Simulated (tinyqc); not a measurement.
## Gate voltage for a given inversion charge

Question. p-type body, charge-sheet picture, depletion and inversion only, full ionisation (an idealisation for deep acceptors), Boltzmann statistics (rough once Na exp(x - xn) passes about Nc/7). In units of Vt: xg = (Vg - Vfb)/Vt, x = psi/Vt, G = gamma/sqrt(Vt), xn = (2 phiF + Vc)/Vt. The implicit equation is (xg - x)^2 = G^2 [x - 1 + exp(x - xn)] for x above about 3. Cox = eps0 eox/tox. ni = sqrt(Nc Nv) exp(-Eg/(2 Vt)), Eg in volts; phiF = Vt ln(Na/ni); gamma = sqrt(2 q eps0 eps_r Na)/Cox. N_inv = (Cox Vt G/q) [sqrt(x - 1 + exp(x - xn)) - sqrt(x - 1)]. Find x - xn, psi and Vg.

Parameters, values chosen for the exercise; band and dielectric values close to those of silicon: temperature T = 400 K; band gap Eg = 1.12 eV; relative permittivity eps_r = 11.5; conduction-band density of states at T Nc = 4.28e19 cm^-3; valence-band density of states at T Nv = 4.1e19 cm^-3; relative permittivity of the gate insulator (close to silicon dioxide) eox = 3.9; insulator thickness tox = 1.3 nm; acceptor density Na = 1.1e17 cm^-3; flat-band voltage Vfb = -0.74 V; channel-body voltage Vc = 0 V.

Constants: q = 1.602176634e-19 C, kB = 1.380649e-23 J/K, Vt = kB T/q, eps0 = 8.8541878128e-14 F/cm where lengths are in cm. Results are converted to the units shown.

N_inv = 1.9e10 cm^-2

Answer. N_inv rises steadily with x, so it fixes x; the implicit equation then gives xg directly.

x - xn = -0.2629
psi = 0.7013 V
Vg = 0.02067 V

Program tinyqc, `OMP_NUM_THREADS=1 python tinyqc.py 2122202 2122203 out.jsonl`; Intel Xeon 2.30GHz, shared host, one thread, about 0.01 s.
